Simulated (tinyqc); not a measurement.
Approximations against the iterative solution: electron mobility of a polar semiconductor by Rode's iterative solution of the Boltzmann equation. Computed by tinyqc, a small Python program. Command: `OMP_NUM_THREADS=1 python tinyqc.py 3011460 3011461 out.jsonl rode walk`. One thread of a shared host (Intel(R) Xeon(R) Processor @ 2.30GHz), about 0.01 s of CPU time with the checks.

The distribution is f(E) + e F l(E) (-df/dE) cos(theta) for a weak field F, theta counted from the force; l(E) is a mean free path. Elastic processes enter by their momentum rate, polar optical phonons by out- and in-scattering terms. One valley only: where upper valleys lie close, measured mobilities are lower. The density n is prescribed, even where a narrow-gap material would have more intrinsic carriers.

Inputs (values chosen for the exercise, for a model polar semiconductor): effective mass m = 0.053 m_0; static permittivity eps_s = 16.8; high-frequency permittivity eps_inf = 8.86; density rho = 4630 kg/m^3; sound velocity v_l = 8310 m/s; acoustic deformation potential D_A = 12 eV; optical phonon energy hbar w = 54.8 meV; piezoelectric coupling K = 0.048; electron density n = 1.9e+15 1/cm^3; compensation ratio C = 0; temperature T = 150 K; grid points per phonon energy s = 8; iteration cap = 200.

Band: parabolic. Elastic processes: acoustic, piezoelectric, impurity.

Constants: k_B = 8.617333262e-05 eV/K; m_0 = 9.1093837015e-31 kg; e = 1.602176634e-19 C; hbar = 1.054571817e-34 J s; eps_0 = 8.8541878128e-12 F/m; k_B = 1.380649e-23 J/K; hbar = 6.582119569e-16 eV s.

Method:
- Parabolic band: E = hbar^2 k^2/(2 m), speed v = hbar k/m, states per spin, volume and energy g(E) = m k/(2 pi^2 hbar^2). Masses are multiplied by m_0 and all formulas are in SI units.
- The reduced Fermi level eta = E_F/(k_B T) solves n = 2 Z int g f dE with f = 1/(1 + exp(x - eta)) (Z = 1 unless valleys are given); screening length L_s = sqrt(eps_s eps_0 k_B T/(e^2 dn/deta)), dn/deta = 2 Z int g f (1 - f) dE.
- Integrals over x = E/(k_B T) use 160 Gauss-Legendre points in u = sqrt(x) from 0 to sqrt(max(eta, 0) + 32).
- N_I = n (1 + C)/(1 - C).
- Phonon occupation N_q = 1/(exp(hbar w/(k_B T)) - 1).
- Acoustic deformation potential (elastic, equipartition, absorption and emission together): 1/tau = 2 pi k_B T D_A^2 g(E)/(hbar rho v_l^2).
- Piezoelectric (elastic, unscreened, momentum relaxation): 1/tau = e^2 K^2 k_B T m (1 + 2 alpha E)/(2 pi eps_s eps_0 hbar^3 k), with alpha = 0 for a parabolic band.
- Singly charged impurities, momentum relaxation: 1/tau = N_I e^4 m (1 + 2 alpha E) Phi/(8 pi (eps_s eps_0)^2 hbar^3 k^3), with alpha = 0 for a parabolic band.
- Brooks-Herring: Phi = ln(1 + b) - b/(1 + b), b = 4 k^2 L_s^2.
- Polar optical, unscreened: W = e^2 w (1/eps_inf - 1/eps_s) m (1 + 2 alpha E') ln|(k + k')/(k - k')| / (4 pi eps_0 hbar^2 k), times N_q for absorption (E' = E + hbar w) and N_q + 1 for emission (E' = E - hbar w > 0), with alpha = 0 for a parabolic band; mean cosine of the angle <cos> = (k^2 + k'^2)/(2 k k') - 1/ln|(k + k')/(k - k')|.
- Energy grid E_j = (j + 1/2) hbar w/s, j = 0, 1, ..., up to (max(eta, 0) + 18) k_B T, so that E_j +/- hbar w are grid points; l = 0 beyond the grid; integrals are sums times the spacing.
- With f' = f(E'): out-scattering S_o = sum over absorption and emission of W (1 - f')/(1 - f); nu = sum of elastic rates; the in-scattering weights are c+ = W_abs <cos> (1 - f')/(1 - f) for E' = E + hbar w and c- likewise for emission.
- Iteration: l_new(E) = [v(E) + c+ l(E + hbar w) + c- l(E - hbar w)]/(nu + S_o), from l = 0.
- mu = e sum g v l f (1 - f) / (3 k_B T sum g f) over the grid; stop when mu changes by less than 1e-8 of itself.
- Self-energy RTA: l = v/(nu + S_o), the first iteration. Momentum RTA: l = v/(nu + S_o - c+ v(E + hbar w)/v - c- v(E - hbar w)/v), listed only where the denominator is positive on the whole grid. The polar-only value solves the same system with nu = 0; the elastic value takes l = v/nu.

reduced Fermi level eta = -4.03642

ionised impurity density N_I = 1.90e+15 1/cm^3

screening length L_s = 79.7208 nm

mobility mu = 51334.3 cm^2/(V s)

Mobilities:
```
method                              mu (cm^2/(V s))  deviation (%)
iterative solution                       5.1334e+04           0.00
self-energy RTA                          4.4112e+04         -14.07
momentum RTA                             8.5370e+04          66.30
polar phonons alone, exact               7.8268e+04          52.47
elastic processes alone                  1.8395e+05         258.34
Matthiessen's rule on the last two       5.4906e+04           6.96
```

self-energy RTA mobility = 44112 cm^2/(V s)

polar-phonon mobility = 78268 cm^2/(V s)

elastic mobility = 1.8395e+05 cm^2/(V s)

error of the self-energy RTA = -14.069 %

What does the comparison show, and why?

The self-energy RTA is 14.1 % low: it counts every polar event as a full loss of current, a small error because at hbar w >> k_B T a carrier lifted above hbar w has a very short free path and returns little current. Here hbar w/k_B T = 4.24. Matthiessen's rule is 7.0 % high. The momentum RTA deviates by +66.3 %.
